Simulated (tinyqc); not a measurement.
Worked calculation: tight binding, kagome lattice. One step of it, computed by the program tinyqc.

Task: Levels at k. Diagonalise the Hermitian matrix.

H(k) at k (eV), lower triangle (Hermitian):
```
                     A                    B         C
A             0.000000
B  -1.629696+0.770356i             0.000000
C  -2.270220+0.709808i  -2.434483-0.590465i  0.000000
```

Give: eigenvalues; weights |c|^2 of the basis functions.

Result:

eigenvalues (eV): -4.4684  1.7784  2.6900

weights |c|^2 of the basis functions:
```
   band 1  band 2  band 3
A  0.3062  0.5466  0.1472
B  0.3200  0.4382  0.2419
C  0.3738  0.0152  0.6109
```
